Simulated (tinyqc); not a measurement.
From results back to parameters: WKB tunnelling through a gate dielectric with a two-band (Franz) dispersion. Three cases, with inputs chosen for the exercise.

Problem. In the Fowler-Nordheim regime with a parabolic band J/F^2 is proportional to exp(-B/F), B = (4/3) sqrt(m/c) phi^(3/2), c = hbar^2/2m0, 1 V/angstrom = 100 MV/cm. The ratio below was computed from a hidden barrier.

Constants: hbar^2/2m0 = 3.80998211 eV angstrom^2.

Find: B; phi.

Method. B is the logarithm divided by 1/F1 - 1/F2; then phi = (3 B/(4 sqrt(m/c)))^(2/3). The slope fixes only m phi^3, so the mass must be known.

Case 1.

Values chosen (out of a larger set: of the size used for HfO2 on silicon; not measured data): m = 0.22 m0 (mass at the conduction edge); F1 = 6.1 MV/cm (first field); F2 = 11 MV/cm (second field).

ln[(J2/F2^2)/(J1/F1^2)] = 3.87574

Solution.

B = 53.07 MV/cm
phi = 1.400 eV

Case 2.

Values chosen (out of a larger set: of the size used for AlN on silicon; not measured data): m = 0.34 m0 (mass at the conduction edge); F1 = 7.3 MV/cm (first field); F2 = 11.3 MV/cm (second field).

ln[(J2/F2^2)/(J1/F1^2)] = 4.54816

Solution.

B = 93.79 MV/cm
phi = 1.770 eV

Case 3.

Values chosen (out of a larger set: of the size used for SiO2 on silicon; not measured data): m = 0.46 m0 (mass at the conduction edge); F1 = 7.9 MV/cm (first field); F2 = 11.4 MV/cm (second field).

ln[(J2/F2^2)/(J1/F1^2)] = 8.75417

Solution.

B = 225.26 MV/cm
phi = 2.870 eV

Computed by tinyqc, one run a case: `OMP_NUM_THREADS=1 python tinyqc.py N N+1 out.jsonl` with N = 1450123, 1450207, 1450313; one thread of a shared Intel(R) Xeon(R) Processor @ 2.30GHz, about 0.01 s a run at most.
